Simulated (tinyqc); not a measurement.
Donor binding, ionisation and the Mott limit: two steps of the calculation.

Hydrogenic donor: Ry = (m0 q^3/(8 eps0^2 h^2)) me/eps_r^2 in eV, E0 = cc Ry, radius a = q/(8 pi eps0 eps_r E0), Mott density Nm = (0.26/a)^3. Below Nm the level sinks as Ed = E0 [1 - (N/Nm)^(1/3)]. Neutrality: Nc F12(eta) = N/(1 + 2 exp(eta + Ed/kB T)), F12(x) = (2/sqrt(pi)) int_0^infinity sqrt(u)/(1 + exp(u - x)) du.

Parameters, values chosen for the exercise; band and dielectric values close to those of germanium:
- T = 300 K (temperature)
- eps_r = 16.3 (relative permittivity)
- me = 0.119 m0 (mass in the hydrogenic formula, set independently of Nc)
- Nc = 1.03e19 cm^-3 (conduction-band density of states at 300 K)
- cc = 1 (ratio of the true binding energy to the hydrogenic one)
- N = 5.5e15 cm^-3 (donor density)

Constants: q = 1.602176634e-19 C, kB = 1.380649e-23 J/K, eps0 = 8.8541878128e-12 F/m, h = 6.62607015e-34 J s, m0 = 9.1093837015e-31 kg, Vt = kB T/q. Results are converted to the units shown.

Question 1. Binding energy, radius and Mott density. The mean spacing of the donors is N^(-1/3).

Give: Ry; E0; a; Nm; spacing over a; Ed.

Answer 1.

Ry = 6.094 meV
E0 = 6.094 meV
a = 7.248 nm
Nm = 4.615e16 cm^-3
spacing over a = 7.816
Ed = 3.095 meV

Question 2. Ionisation. Solve the neutrality equation for eta. Boltzmann form: with k = (Nc/2) exp(-Ed/kB T) the ionised share is [-k + sqrt(k^2 + 4 k N)]/(2 N).

Ed = 3.0950530 meV

Give: eta; ionised share; n; ionised share, Boltzmann form.

Answer 2.

eta = -7.5362
ionised share = 99.880 %
n = 5.4934e15 cm^-3
ionised share, Boltzmann form = 99.880 %

With the level held at E0 the share would be 99.9 %.

Range of the model: A sharp level with degeneracy 2 overstates freeze-out near Nm, where the impurity band broadens and merges with the conduction band.

tinyqc, about 0.01 s, one thread, Intel Xeon 2.30GHz (shared host): `OMP_NUM_THREADS=1 python tinyqc.py 2330037 2330038 out.jsonl`
